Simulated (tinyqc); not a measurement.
Two-mode optical phonons of a ternary alloy from two coupled oscillators: one step, computed by the program tinyqc.

An alloy A(x)B(1-x)C has an A-C and a B-C bond oscillator. Each TO frequency moves linearly from the impurity mode (dilute end) to the TO of the pure crystal; each strength is proportional to the number of bonds.

Question. Share of the polar coupling. eps(omega) = eps_inf + W_1/(omega_1^2 - omega^2) + W_2/(omega_2^2 - omega^2) = 0 is the eigenproblem of the matrix [[omega_1^2 + W_1/eps_inf, sqrt(W_1 W_2)/eps_inf], [sqrt(W_1 W_2)/eps_inf, omega_2^2 + W_2/eps_inf]] for omega_LO^2. The polar coupling of mode j is c_j = (u_j . sqrt(W))^2/(eps_inf^2 omega_j^2), u_j its eigenvector and omega_j here its LO frequency; the c_j add up to 1/eps_inf - 1/eps_s. Froehlich constant alpha_j = (e^2/(4 pi eps_0)) c_j k_j/(2 E_j), E_j = h c omega_j, k_j = sqrt(m* E_j/(hbar^2/(2 m_0))).

Inputs (values chosen for the exercise, modelled on In(x)Ga(1-x)As, with A-C the InAs-like and B-C the GaAs-like bond): electron mass m* = 0.092 m_0.

omega_1 (A-C, TO) = 228.656 1/cm

omega_2 (B-C, TO) = 259.385 1/cm

eps_inf = 11.377

W_1 = 37820.90 1/cm^2

W_2 = 107468.5 1/cm^2

Constants: e^2/(4 pi eps_0) = 14.39964548 eV angstrom; hbar^2/(2 m_0) = 3.80998212 eV angstrom^2; 1 THz = 33.35640952 1/cm; h x 1 THz = 4.135667696 meV.

Give: c_j, lower and upper mode; share of the upper mode; alpha_j, lower and upper mode.

Answer.

c_j, lower and upper mode: 0.0017099  0.013182

share of the upper mode = 0.88518

alpha_j, lower and upper mode: 0.011259  0.079223
